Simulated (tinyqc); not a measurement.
Off-state leakage of single and stacked transistors: one step of the calculation.

n-channel devices of unit width. Subthreshold current I(Vg, Vs, Vd) = I0 (T/300 K)^0.5 exp[(Vg - Vs - VT(T) - gb (Vs - Vb) + dd (Vd - Vs))/(nf Vt)] (1 - exp(-(Vd - Vs)/Vt)), VT(T) = VT - cT (T - 300 K). Gate-edge tunnelling Ig (Vd/1 V) exp(ag (Vd - 1 V)), for a gate at 0 V, and band-to-band leakage Ab u exp(-Bb/u), u = Vd - Vb + 1 V, flow at a drain held at V; both are taken as independent of T. In a stack of off transistors (all gates at 0 V) the same subthreshold current passes through each.

Question. New Vx. Stack of two, Vx the node between them: I_low = I(0, 0, Vx), I_up = I(0, Vx, V), f = ln(I_up/I_low), f' = -(1 + gb + 2 dd)/(nf Vt) - 1/(Vt (exp(Vx/Vt) - 1)) - 1/(Vt (exp((V - Vx)/Vt) - 1)), Vx(new) = Vx - f/f'.

Parameters, values chosen for the exercise; values of the order met in bulk silicon logic transistors:
- T = 300 K (temperature)
- V = 0.9 V (supply voltage)
- VT = 0.5 V (threshold at 300 K, zero drain and body bias)
- cT = 0.9 mV/K (fall of the threshold with temperature)
- I0 = 0.17 uA/um (current at threshold at 300 K)
- nf = 1.54 (slope factor)
- dd = 0.13 (drain-induced lowering per volt)
- gb = 0.15 (rise of the threshold per volt of source-body bias)
- Vb = -0.6 V (body voltage)

Constants: q = 1.602176634e-19 C, kB = 1.380649e-23 J/K, Vt = kB T/q. Results are converted to the units shown.

Vx at the start = 0.083 V

Give: I_low; I_up; f; f'; Vx after iteration 1.

Answer.

I_low = 7.838e-5 nA/um
I_up = 8.161e-5 nA/um
f = 0.04042
f' = -37.04 1/V
Vx after iteration 1 = 0.08409 V

Numbers from tinyqc (`OMP_NUM_THREADS=1 python tinyqc.py 2242236 2242237 out.jsonl`; about 0.03 s on one thread of a shared Intel Xeon 2.30GHz).
